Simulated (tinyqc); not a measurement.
Energy conservation against the time step: molecular dynamics of a small cluster by velocity Verlet steps. Computed by tinyqc, a small Python program. Command: `OMP_NUM_THREADS=1 python tinyqc.py 3023079 3023080 out.jsonl verlet walk`. One thread of a shared host (Intel(R) Xeon(R) Processor @ 2.30GHz), about 0.2 s of CPU time with the checks.

E = sum_(i<j) phi(r_ij), phi(r) = eps [exp(-2 alpha (r - r0)) - 2 exp(-alpha (r - r0))]; the force on i is -sum_j phi'(r_ij) (R_i - R_j)/r_ij.

Inputs (values chosen for the exercise, for model atoms): length r0 = 2.86 angstrom; well depth eps = 0.47 eV; stiffness alpha = 1.41 1/angstrom; atomic mass M = 138 u; time step dt = 11 fs; steps = 300.

Potential: Morse.

starting positions (angstrom), rows atom 1, atom 2, atom 3, atom 4, atom 5, columns x, y, z:
$$\begin{pmatrix}
0.04 & 0.02 & -0.02 \\
2.78 & -0.02 & -0.12 \\
1.43 & 2.44 & -0.02 \\
1.46 & 0.8 & 2.29 \\
1.47 & 0.85 & -2.31
\end{pmatrix}$$

starting velocities (angstrom/fs), rows atom 1, atom 2, atom 3, atom 4, atom 5, columns x, y, z:
$$\begin{pmatrix}
-0.00069 & 0.00017 & -4e-05 \\
-0.00039 & -0.00101 & -0.00092 \\
0.00037 & 0.00097 & -0.00049 \\
-9e-05 & -0.00043 & 0.00112 \\
0.00081 & 0.0003 & 0.00033
\end{pmatrix}$$

Constants: 1 eV/(angstrom u) = 9.648533212e-03 angstrom/fs^2; k_B = 8.617333262e-05 eV/K.

Method:
- Relax the cluster, diagonalise the Hessian (central differences): omega_max = sqrt(c lambda_max/M). Verlet steps are stable for omega_max dt < 2.
- Velocity Verlet: a = c F/M with c = 9.648533212e-3 angstrom/fs^2 per eV/(angstrom u); R(new) = R + v dt + a dt^2/2; v(new) = v + (a + a(new)) dt/2. Kinetic energy K = M v^2/(2c); temperature T = 2K/((3N - 3) k_B), rotation of the cluster included.
- Runs without thermostat over the same span of time, steps x dt; spread = largest minus smallest value. For contrast, the energy gained over the first 30 dt (dt of the inputs) by explicit Euler steps: R(new) = R + v dt, v(new) = v + a dt.

omega_max dt = 0.259840

Energy error (eV):
```
dt (fs)  omega_max dt  Verlet, spread of U + K  Euler, gain in U + K
1.375         0.03248               1.5319e-05            2.1836e-02
2.750         0.06496               6.1286e-05            4.9293e-02
5.500         0.12992               2.4430e-04            1.2709e-01
11.000        0.25984               9.6401e-04            4.3926e-01
22.000        0.51968               3.6481e-03            2.7510e+00
33.000        0.77952               8.5092e-03            9.3008e+00
```

What does the comparison show, and why?

The Verlet error grows as dt^2.00 between the first rows, the second order of the method. Euler steps gain energy steadily: over that short span the gain in the first row is already 1400 times the Verlet spread of the whole run, and it grows as dt^1.17, tending to the first order of that method as dt shrinks. Caution: where the Euler gain approaches or exceeds the binding energy the cluster has blown apart.

Extremes, crossings and ranges named in words are read from the listed rows.
